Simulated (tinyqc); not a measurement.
Changing the initial oxide x_i: Deal-Grove kinetics of thermal oxidation of silicon. Computed by tinyqc, a small Python program. Command: `OMP_NUM_THREADS=1 python tinyqc.py 3019807 3019808 out.jsonl oxide sweep`. One thread of a shared host (Intel(R) Xeon(R) Processor @ 2.30GHz), about 0.2 s of CPU time with the checks.

Oxidant diffuses through the oxide and reacts at the interface, so that dx/dt = B/(A + 2x) for the oxide thickness x.

Inputs (values chosen for the exercise, close to those used for silicon):
```
quantity                       value    unit
prefactor B0                     796  um^2/h
activation energy E_B           1.22      eV
prefactor (B/A)0            3.98e+06    um/h
activation energy E_A           1.99      eV
temperature T                    800       C
oxidant pressure p                10     atm
pressure exponent m of B/A      0.78       -
time t                          0.12       h
```

Ambient: dry oxygen. Surface: (100).

Constants: k_B = 8.617333262e-05 eV/K.

Method:
- B = B0 p exp(-E_B/(k_B T)), B/A = (B/A)0 p^m exp(-E_A/(k_B T)), p in atm; A = B/(B/A).
- Temperatures in kelvin are T(C) + 273.15.
- tau = (x_i^2 + A x_i)/B and x = (A/2) [sqrt(1 + 4 B (t + tau)/A^2) - 1], the root of x^2 + A x = B (t + tau).
- Silicon consumed is 0.44 times the oxide grown; the rate is B/(A + 2x).

One run for each value:
```
initial oxide x_i (um)  oxide thickness x (um)  silicon consumed (um)     tau (h)
0.002                                  0.00329             5.6926e-04  1.8506e-01
0.0047                                 0.00599             5.6704e-04  4.3575e-01
0.011                                  0.01228             5.6192e-04  1.0245e+00
0.026                                  0.02725             5.5010e-04  2.4478e+00
0.061                                  0.06219             5.2435e-04  5.8868e+00
0.14                                   0.14108             4.7425e-04  1.4256e+01
0.34                                   0.34087             3.8186e-04  3.9203e+01
0.8                                    0.80060             2.6369e-04  1.1704e+02
```

Over the rows, oxide thickness x (um) rises from 0.00329 to 0.801 (exponent d ln y / d ln x 0.70 between the first rows and 1.00 between the last); silicon consumed (um) falls from 5.69e-4 to 2.64e-4 (exponent d ln y / d ln x -0.0046 between the first rows and -0.43 between the last); tau (h) rises from 0.185 to 117 (exponent d ln y / d ln x 1.0 between the first rows and 1.3 between the last). The oxide grown, x - x_i, falls from 0.00129 to 5.99e-4 um: an existing film lengthens the diffusion path.
